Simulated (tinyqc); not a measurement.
# Delay unit and parasitic delay from two ring oscillators

Inverse problem. A ring of 31 inverters oscillates at 1/(2 x 31 d), with stage delay d = tau (h + p) for fan-out h. Find tau, p and the delay at fan-out 4.

frequencies of 31-stage ring oscillators with fan-out 1 and 6 (GHz): [3.5470250, 1.0242476]

Answer. d is a straight line in h with slope tau and intercept tau p.

tau = 2.24 ps
p = 1.03
delay at fan-out 4 = 11.3 ps

Computed by the program tinyqc: `OMP_NUM_THREADS=1 python tinyqc.py 2082097 2082098 out.jsonl`, one thread of a shared Intel Xeon 2.30GHz, about 0.01 s for the whole run.
